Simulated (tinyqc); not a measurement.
Inverter chain driving a load.

N inverters, each f = Hc^(1/N) times larger than the one before: delay tau N (f + pp). Switched capacitance in units of the first input, with output capacitance pp times the input: Hc + (1 + pp)(Hc - 1)/(f - 1).

Values chosen for this exercise:
- Hc = 4600 (load over the input capacitance of the chain)
- pp = 1.5 (parasitic delay of an inverter)
- tau = 2 ps (delay unit)

Results:
```
N	f	delay (ps)	switched capacitance
3	16.63	108.8	5336
5	5.402	69.02	7212
6	4.078	66.94	8335
7	3.336	67.71	9521
8	2.870	69.92	1.075e4
9	2.553	72.95	1.201e4
10	2.324	76.48	1.328e4
```

Estimate the missing row, N = 4.

Computed row:
```
N	f	delay (ps)	switched capacitance
4	8.235	77.88	6189
```

With this row back in the table: The delay goes from 109 through a minimum of 66.9 (at N = 6 among the rows listed) to 76.5 ps. The best stage effort solves pp + rho (1 - ln rho) = 0, rho = 3.97, which gives N = ln Hc/ln rho = 6.12. One stage fewer than the best costs 3.1 % in delay and saves 13 % of the switched capacitance.

Computed by the program tinyqc: `OMP_NUM_THREADS=1 python tinyqc.py 2082022 2082023 out.jsonl`, one thread of a shared Intel Xeon 2.30GHz, about 0.01 s for the whole run.
